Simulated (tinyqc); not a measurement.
What a faster ramp buys: rapid thermal processing of a wafer: radiative balance, ramp and cooling, pattern effects, pyrometer error and spike budget. Computed by tinyqc, a small Python program. Command: `OMP_NUM_THREADS=1 python tinyqc.py 3114332 3114333 out.jsonl rtp walk`. One thread of a shared host (Intel(R) Xeon(R) Processor @ 2.30GHz), about 0.04 s of CPU time with the checks.

The wafer is opaque and uniform through its thickness unless said otherwise; temperatures in formulas are in kelvin (C + 273.15). sigma = 5.670374419e-12 W/(cm^2 K^4).

Inputs (values chosen for the exercise, modelled on a hot silicon wafer):

| quantity | value | unit |
|---|---|---|
| wafer thickness d | 625 | micrometre |
| heat capacity per volume C | 2.13 | J/(cm^3 K) |
| thermal conductivity k | 0.23 | W/(cm K) |
| emissivity eps of each face | 0.65 | - |
| reflectivity of the chamber walls r | 0.35 | - |
| gas heat-transfer coefficient h, both faces together | 4 | mW/(cm^2 K) |
| wall temperature T_w | 300 | K |
| process temperature | 652 | C |
| starting temperature | 400 | C |
| ramp rate | 150 | K/s |
| activation energy of the process E_a | 4 | eV |

Constants: k_B = 8.617333262e-05 eV/K.

Method:
- Effective emissivity between parallel grey plates: eps_eff = 1/(1/eps + 1/(1 - r) - 1). Loss per area q(T) = 2 eps_eff sigma (T^4 - T_w^4) + h (T - T_w).
- Absorbed power during a ramp = q(T) + C d x ramp rate; thermal time constant tau = C d/(dq/dT), dq/dT = 8 eps_eff sigma T^3 + h; natural cooling rate q/(C d); front-to-back difference under one-sided heating at the end of the ramp = (absorbed power) d/(2 k).
- Cooling with the lamps off: C d dT/dt = -q(T), integrated adaptively (relative tolerance 1e-10).
- Spike anneal: linear ramp to the peak, then lamps off. Equivalent time at the peak = int exp(-(E_a/k_B)(1/T - 1/T_peak)) dt; estimate (k_B T^2/E_a)(1/ramp rate + 1/cooling rate). The ramp part uses 4000 trapezoid steps, the cooling part 4000 steps over 4 tau.

time constant tau = 6.25150 s

holding power q = 6.45646 W/cm^2

natural cooling rate = 48.4992 K/s

Against the ramp rate:

| ramp (K/s) | ramp part (s) | cooling part (s) | total (s) | power at the peak (W/cm^2) |
|---|---|---|---|---|
| 10 | 1.7745 | 0.38800 | 2.1625 | 7.79 |
| 25 | 0.7098 | 0.38800 | 1.0978 | 9.78 |
| 50 | 0.3549 | 0.38800 | 0.7429 | 13.11 |
| 100 | 0.1774 | 0.38800 | 0.5654 | 19.77 |
| 250 | 0.0710 | 0.38800 | 0.4590 | 39.74 |
| 500 | 0.0355 | 0.38800 | 0.4235 | 73.02 |
| 1000 | 0.0177 | 0.38800 | 0.4057 | 139.58 |

What follows from these numbers?

From 10 to 100 K/s the total falls by a factor 3.8, from 100 to 1000 K/s by 1.39: the cooling part, 0.388 s, is a floor, and the natural cooling rate here is 48.5 K/s.

Extremes, crossings and ranges named in words are read from the listed rows.
